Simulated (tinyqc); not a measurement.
What moves the results: Brillouin zone and empty-lattice bands of the hcp structure. A value that a table varies takes the place of the one given here.

Primitive vectors a1 = a (1,0,0), a2 = a (-1/2, sqrt3/2, 0), a3 = (0,0,c); atoms at 0 and a1/3 + 2 a2/3 + a3/2. Reciprocal vectors obey a_i.b_j = 2 pi delta_ij; k is given in units of 2 pi/a. Empty-lattice levels are c0 (2 pi/a)^2 |k + G|^2, c0 = hbar^2/2m0. Points: M = (1/2, 1/(2 sqrt3), 0), K = (2/3, 0, 0), A = (0, 0, a/2c), L = M + A, H = K + A.

Constants: hbar^2/2m0 = 3.80998211 eV angstrom^2.

Parameters, chosen for this exercise (out of a larger set: lattice near that of Zn; not measured data): a = 2.642 angstrom (lattice constant); ca = 1.859 (c/a).

## Electron counts at which the sphere reaches the zone

Z = V kF^3/(6 pi^2), V the volume of the primitive cell, with kF = |k| of each point.

Results:

| point | \|k\| (2 pi/a) | Z per atom | EF there (eV) |
|---|---|---|---|
| M | 0.5774 | 1.298 | 7.183 |
| K | 0.6667 | 1.998 | 9.577 |
| A | 0.2690 | 0.131 | 1.559 |
| L | 0.6369 | 1.742 | 8.742 |
| H | 0.7189 | 2.505 | 11.136 |

The sphere first touches the zone at A, for Z = 0.131, and covers it at H, for Z = 2.505, while the zone itself holds 1 electron per atom. These counts do not depend on a, only on c/a. The face through A belongs to G = (0001), whose structure factor vanishes, so no first-order gap opens there.

## Empty-lattice bands from Gamma to L

k = f x L; the eight lowest levels, degenerate ones repeated.

Levels (eV):

| f | 1 | 2 | 3 | 4 | 5 | 6 | 7 | 8 |
|---|---|---|---|---|---|---|---|---|
| 0.000 | 0.00 | 6.24 | 6.24 | 24.94 | 24.94 | 28.73 | 28.73 | 28.73 |
| 0.167 | 0.24 | 5.44 | 7.52 | 23.11 | 24.19 | 26.58 | 26.58 | 27.26 |
| 0.333 | 0.97 | 5.13 | 9.29 | 20.13 | 21.76 | 24.28 | 24.91 | 24.91 |
| 0.500 | 2.19 | 5.30 | 11.54 | 16.55 | 19.67 | 20.89 | 23.73 | 23.73 |
| 0.667 | 3.89 | 5.96 | 13.46 | 14.28 | 15.54 | 20.51 | 23.04 | 23.04 |
| 0.833 | 6.07 | 7.11 | 10.86 | 11.90 | 17.50 | 20.62 | 22.29 | 22.83 |
| 1.000 | 8.74 | 8.74 | 8.74 | 8.74 | 21.21 | 21.21 | 21.21 | 21.21 |

Band 1 is the parabola f^2 x 8.74 eV. The next levels start from the first shell of G at 6.24 eV; a branch falls at first if its G has a component against k, and branches cross. The second level ends at 8.74 eV, after a minimum of 5.13 eV among these points, and meets band 1 at the zone surface.

## The axial ratio

a is rescaled so that the cell volume stays fixed; contacts Z = V kF^3/(6 pi^2) at M, at the (0002) plane (kF = a/c in 2 pi/a) and at the {10-11} planes (kF = sqrt(4/3 + (a/c)^2)/2).

Z per atom at contact:

| c/a | {10-10} at M | (0002) | {10-11} |
|---|---|---|---|
| 1.500 | 1.047 | 1.612 | 1.612 |
| 1.557 | 1.087 | 1.496 | 1.629 |
| 1.598 | 1.116 | 1.421 | 1.642 |
| 1.646 | 1.149 | 1.339 | 1.658 |
| 1.721 | 1.201 | 1.225 | 1.686 |
| 1.766 | 1.233 | 1.163 | 1.703 |
| 1.834 | 1.280 | 1.079 | 1.732 |

The (0002) contact falls from 1.612 to 1.079 as c/a grows (as (c/a)^-2) while the {10-10} contact rises from 1.047 to 1.280; they cross at c/a = sqrt3 = 1.732. All three contacts lie below Z = 2, so the sphere of a divalent metal crosses all three sets of planes.

tinyqc: `OMP_NUM_THREADS=1 python tinyqc.py 1850975 1850976 out.jsonl`; about 0.02 s, one thread, shared Intel(R) Xeon(R) Processor @ 2.30GHz.
